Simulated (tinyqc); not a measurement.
Inside a calculation. Model: floating body of a partially depleted SOI transistor: body voltage and kink.

Computed by the program tinyqc: `OMP_NUM_THREADS=1 python tinyqc.py 2182010 2182011 out.jsonl`, one thread of a shared Intel Xeon 2.30GHz, about 0.2 s for the whole run. Printed values are rounded.

Source at 0 V. Channel current Ic = 2 nf K Vt^2 [F(0) - F(Vd)](1 + la Vd), F(V) = ln^2(1 + exp((Vg - VT - nf V)/(2 nf Vt))), VT = VT0 - gb Vb. Saturation voltage Vs = 2 Vt sqrt(F(0)) + 3 Vt, excess Ve = (Vd - Vs + sqrt((Vd - Vs)^2 + 0.0004 V^2))/2, multiplication M1 = Ai Ve exp(-Bl/Ve). Each junction passes D(v) = J1 (exp(v/Vt) - 1) + J2 (exp(v/(2 Vt)) - 1). Bipolar current Ib = bb J1 (exp(Vb/Vt) - 1). The body settles where M1 (Ic + Ib) = D(Vb) + D(Vb - Vd) + Vb/Rb; drain current Id = (1 + M1)(Ic + Ib) - D(Vb - Vd).

Values chosen for this exercise; values of the order met in partially depleted silicon-on-insulator transistors:
```
symbol    value         unit                                                                                            meaning
T           358            K                                                                                        temperature
VT0        0.49            V                                                                     threshold at zero body voltage
gb         0.31                                                                  fall of the threshold per volt of body voltage
nf         1.47                                                                                                    slope factor
K           110  uA/(V^2 um)                                                                              gain factor per width
la         0.03          1/V                                                                   channel-length modulation factor
Ai         2.78          1/V                                                                        impact-ionisation prefactor
Bl          7.3            V                                                                          impact-ionisation voltage
J1      4.6e-11        uA/um                                                      diffusion saturation current of each junction
J2       1.2e-7        uA/um                                                  recombination saturation current of each junction
bb            1                                                 gain of the lateral bipolar transistor on the diffusion current
Rb          1e9      kohm um  resistance of a weak body tie to the source (1e9 stands for no tie, and the term is then dropped)
Vg         0.99            V                                                                                       gate voltage
Vd          1.4            V                                                                                      drain voltage
```

Constants: q = 1.602176634e-19 C, kB = 1.380649e-23 J/K, Vt = kB T/q. Results are converted to the units shown.

Range of the model: The multiplication law is an empirical form chosen for the exercise; self-heating and capacitive coupling to the body are left out, and the linear laws are rough once Vb passes about 0.7 V or M1 about 0.1.

## Starting value

Vb = 0.68 V.

Vb at the start = 0.68 V

## Iteration 1: new Vb

Current into the body I_in = M1 (Ic + Ib) - D(Vb - Vd), current out I_out = D(Vb) + Vb/Rb; f = ln(I_in/I_out), s = df/dVb by central differences over 1e-5 V, Vb(new) = Vb - f/s.

Ic = 19.69934 uA/um
Ve = 0.8240094 V
M1 = 3.254687e-4
I_in = 0.006467617 uA/um
I_out = 0.1793346 uA/um
f = -3.322446
s = -33.12864 1/V
Vb after iteration 1 = 0.5797108 V

## Iteration 2: new Vb

As before.

Ic = 18.01463 uA/um
Ve = 0.8451459 V
M1 = 4.166111e-4
I_in = 0.007507990 uA/um
I_out = 0.008107453 uA/um
f = -0.07681593
s = -31.00802 1/V
Vb after iteration 2 = 0.5772335 V

## Iteration 3: new Vb

As before.

Ic = 17.97397 uA/um
Ve = 0.8456679 V
M1 = 4.190972e-4
I_in = 0.007535538 uA/um
I_out = 0.007536462 uA/um
f = -1.226580e-4
s = -30.90857 1/V
Vb after iteration 3 = 0.5772295 V

## Course of the iteration

Stop when the step is below 1e-10 V, or after 40 iterations.

Course of the iteration:
```
iteration  Vb before the step (V)   step (V)
1                            0.68     -0.100
2                       0.5797108   -2.48e-3
3                       0.5772335   -3.97e-6
4                       0.5772295  -1.04e-11
```

Converged in 4 iterations.

## Drain current with floating and with grounded body

converged Vb = 0.5772295 V

Id and VT at the converged Vb, Id at Vb = 0, their ratio, and the bipolar share Ib/(Ic + Ib).

VT = 0.3110589 V
Id, floating = 17.98759 uA/um
Id, grounded = 9.774681 uA/um
ratio = 1.840222
bipolar share = 0.03419548 %

The body rises to 0.577 V and lowers the threshold by 179 mV.
